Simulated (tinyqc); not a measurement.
Worked calculation: polytypes by hexagonality, and a cubic inclusion as a quantum well. Values are carried at full precision from step to step, so a last printed digit may differ when a step is redone from the rounded ones.

A layer is h if its two neighbours in the periodic sequence sit on the same site, k otherwise; the hexagonality h is the share of h layers.

Constants: hbar^2/2m0 = 3.80998211 eV angstrom^2.

Values chosen for the exercise (of the order of those of InAs; the results hold for these values, not for the real material):
- E3 = 0.415 eV (gap of the cubic polytype)
- E2 = 0.46 eV (gap of 2H)
- Ev2 = 0.045 eV (valence top of 2H above that of 3C)
- P2 = 0.0024 C/m^2 (spontaneous polarisation of 2H)
- m = (0.025, 0.027) m0 (electron mass along c in the cubic layer and in the host)
- d = 3.496 angstrom (thickness of a double layer)
- eps = 14.9 (dielectric constant)
- N = 18 (double layers in the cubic inclusion)

## Hexagonality

Stacking sequences:

| polytype | sequence |
|---|---|
| 21R | ABCACBACABCBACBCABACB |
| 6H | ABCACB |
| 2H | AB |
| 4H | ABCB |
| 15R | ABCACBCABACABCB |

Give the h/k string and h of each.

Hexagonality:

| polytype | h/k string | h |
|---|---|---|
| 21R | hkkhkkkhkkhkkkhkkhkkk | 0.2857 |
| 6H | hkkhkk | 0.3333 |
| 2H | hh | 1.0000 |
| 4H | hkhk | 0.5000 |
| 15R | hkkhkhkkhkhkkhk | 0.4000 |

## Gaps and band edges

Gap: E3 + (E2 - E3) h. Valence top Ev2 h and polarisation P2 h, both counted from 3C; Ec = Ev + gap.

Evaluate for each polytype.

Results:

| polytype | gap (eV) | Ev (eV) | Ec (eV) | P (C/m^2) |
|---|---|---|---|---|
| 21R | 0.4279 | 0.0129 | 0.4407 | 0.00069 |
| 6H | 0.4300 | 0.0150 | 0.4450 | 0.00080 |
| 2H | 0.4600 | 0.0450 | 0.5050 | 0.00240 |
| 4H | 0.4375 | 0.0225 | 0.4600 | 0.00120 |
| 15R | 0.4330 | 0.0180 | 0.4510 | 0.00096 |

The widest gap is that of 2H, the narrowest that of 21R. Ev and Ec both rise with h, so 3C collects electrons and the more hexagonal side holes: a staggered line-up.

## The bound level without the field

A cubic inclusion of width L = N d in the host (h = 1) is a well of depth V = Ec(host) - Ec(3C). Square well with mass mismatch: k tan(k L/2) = (m_w/m_b) q, k = sqrt(m_w E/c), q = sqrt(m_b (V - E)/c), c = hbar^2/2m0, lowest root. The depth of the level, V - E, is its binding, and the transition to the valence top of the host is gap(host) - (V - E). The step in polarisation gives a field |F| = |P|/(eps eps0) in a thin inclusion, eps0 = 8.8541878e-12 F/m.

Give V, L, the level E, its depth below the host conduction edge and the transition to the valence top of the host, gap(host) - (V - E).

V = 0.0900 eV
L = 62.928 angstrom
E above the bottom = 0.0584 eV
depth below the host edge = 0.0316 eV
transition = 0.4284 eV

The level keeps 35 % of the well depth. The transition lies above the gap of 3C itself (0.415 eV).

## The polarisation field

Give |F|, the drop |F| L, the bound charge |P|/e per cm^2 (e = 1.602176634e-19 C), and, as a first estimate, the shift -|F| L/2 of the transition for an electron centred in the layer and a hole in the host on the high side.

|F| = 0.182 MV/cm
drop = 114.5 meV
bound charge = 1.50e+12 cm^-2
estimated shift = -57.2 meV

The drop is 127 % of the well depth. The host edge on the low side sinks by 57 meV against the centre, more than the 32 meV by which the flat well binds, so the level may not survive the field and the estimate must be checked.

## Checks

- Square-well root against finite differences on a grid of 0.5 angstrom (eV): both 0.058.

(tinyqc, `OMP_NUM_THREADS=1 python tinyqc.py 1851034 1851035 out.jsonl`, Intel(R) Xeon(R) Processor @ 2.30GHz, 1 thread, shared host, about 0.1 s.)
